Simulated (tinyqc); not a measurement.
Model-solid line-up of a strained alloy layer on a substrate: one step. Strain on the (110) substrate. Three cases, with inputs chosen for the exercise.

Question. Use the values of the alloy.

Coherent growth on a (110) face: e_par = (a_s - a)/a, e_perp = -(C11 + 3 C12 - 2 C44)/(C11 + C12 + 2 C44) e_par; exx = eyy = (e_par + e_perp)/2, ezz = e_par, exy = (e_perp - e_par)/2, eyz = ezx = 0.

Give: e_par; e_perp; strain tensor in the cubic axes.

Case 1.

Values chosen (out of a larger set: A near AlAs, B near GaAs, substrate near Ge; not measured data): a_s = 5.658 angstrom (substrate); face = 110 (growth face).

Alloy at x (a in angstrom, C11, C12, C44 in GPa, all else in eV):
```
symbol,value
a,5.663680
Eg,3.004480
Dso,0.285280
Ev,-1.284704
ac,-5.636400
av,2.428000
b,-2.286800
d,-3.428000
C11,124.720000
C12,53.272000
C44,54.744000
```

Answer.

e_par = -0.001003
e_perp = 0.000611

strain tensor in the cubic axes:
```
,x,y,z
x,-0.000196,0.000807,0.000000
y,0.000807,-0.000196,0.000000
z,0.000000,0.000000,-0.001003
```

The layer is under compression in the plane; its volume changes by -0.140 %.

Case 2.

Values chosen (out of a larger set: A near GaP, B near GaAs, substrate near GaP; not measured data): a_s = 5.444 angstrom (substrate); face = 110 (growth face).

Alloy at x (a in angstrom, C11, C12, C44 in GPa, all else in eV):
```
symbol,value
a,5.561990
Eg,2.060218
Dso,0.227490
Ev,-0.989614
ac,-7.522900
av,1.390700
b,-1.842300
d,-4.711000
C11,130.443000
C12,58.536000
C44,64.288000
```

Answer.

e_par = -0.021214
e_perp = 0.011856

strain tensor in the cubic axes:
```
,x,y,z
x,-0.004679,0.016535,0.000000
y,0.016535,-0.004679,0.000000
z,0.000000,0.000000,-0.021214
```

The layer is under compression in the plane; its volume changes by -3.057 %. Above 2 % only a few nanometres stay coherent, and linear deformation potentials lose accuracy.

Case 3.

Values chosen (out of a larger set: A near AlAs, B near InAs, substrate near Ge; not measured data): a_s = 5.654 angstrom (substrate); face = 110 (growth face).

Alloy at x (a in angstrom, C11, C12, C44 in GPa, all else in eV):
```
symbol,value
a,5.718900
Eg,2.615037
Dso,0.293100
Ev,-1.207621
ac,-5.517400
av,2.282800
b,-2.218600
d,-3.425000
C11,119.734000
C12,52.668000
C44,51.970000
```

Answer.

e_par = -0.011348
e_perp = 0.007137

strain tensor in the cubic axes:
```
,x,y,z
x,-0.002106,0.009243,0.000000
y,0.009243,-0.002106,0.000000
z,0.000000,0.000000,-0.011348
```

The layer is under compression in the plane; its volume changes by -1.556 %.

Computed by tinyqc, one run a case: `OMP_NUM_THREADS=1 python tinyqc.py N N+1 out.jsonl` with N = 1080836, 1081027, 1081202; one thread of a shared Intel(R) Xeon(R) Processor @ 2.30GHz, about 0.04 s a run at most.
